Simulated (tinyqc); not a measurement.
# Film thickness from the threshold shift

Problem. Undoped body with a flat potential across it, hard walls, transport along x. Three valley pairs (g = 2 each) with the longitudinal mass along x, y or z. Non-parabolicity enters the subband edges through E (1 + al E) = gamma, so E = 2 gamma/(1 + sqrt(1 + 4 al gamma)); motion within a subband is taken as parabolic with the band-edge mass. Energies are counted from the bulk band edge. gamma = C (pi k/(t + dl))^2/mz, C = hbar^2/(2 m0). Each subband has N_k = g sqrt(mx my) m0 kB T/(pi hbar^2); without degeneracy n = exp(EF/Vt) sum N_k exp(-E_k/Vt). Classical value Nc times t, Nc = sum over valleys of 2 g (m m0 kB T/(2 pi hbar^2))^1.5 with m = (mx my mz)^(1/3). Threshold shift dVT = Vt ln(classical value/sum N_k exp(-E_k/Vt)). Find t and the lowest subband edge.

Inputs (values chosen for the exercise); masses close to those of silicon: temperature T = 77 K; longitudinal mass ml = 0.922 m0; transverse mass mt = 0.192 m0; non-parabolicity al = 0 1/eV; widening of the box by penetration into the insulator dl = 0.3 nm.

Constants: q = 1.602176634e-19 C, kB = 1.380649e-23 J/K, hbar = 1.054571817e-34 J s, m0 = 9.1093837015e-31 kg, Vt = kB T/q, hbar^2/(2 m0) = 0.0380998212 eV nm^2. Results are converted to the units shown.

dVT = 12.173109 mV

Solution. dVT is evaluated for trial values of t with all subbands; between 1.5 and 25 nm one value matches.

t = 7.400 nm
E_1 = 6.879 meV

tinyqc, about 0.09 s, one thread, Intel Xeon 2.30GHz (shared host): `OMP_NUM_THREADS=1 python tinyqc.py 2350144 2350145 out.jsonl`
